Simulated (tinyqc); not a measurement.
# Channel mobility from two channel lengths

Problem. Two power MOSFETs differ only in channel length: R_on = R_rest + Lc (Wp + a)/(2 mch Cox Vov), Cox = 3.9 eps0/tox. Find mch and R_rest.

Inputs (values chosen for the exercise): gate oxide thickness (eps_r 3.9) tox = 91 nm; gate overdrive Vov = 9 V; width of the p body in one cell, channels included Wp = 3.2 um; gap between neighbouring p bodies a = 3.7 um.

Constants: eps0 = 8.8541878128e-14 F/cm where lengths are in cm. Results are converted to the units shown.

R_on at Lc = 0.46 and 0.88 um (mohm cm^2): 5.3128052  7.3331925

Answer. R_on is a straight line in Lc; its slope gives mch and its intercept the rest.

mch = 21.00 cm^2/(V s)
R_rest = 3.100 mohm cm^2

Program tinyqc, `OMP_NUM_THREADS=1 python tinyqc.py 2230134 2230135 out.jsonl`; Intel Xeon 2.30GHz, shared host, one thread, about 0.01 s.
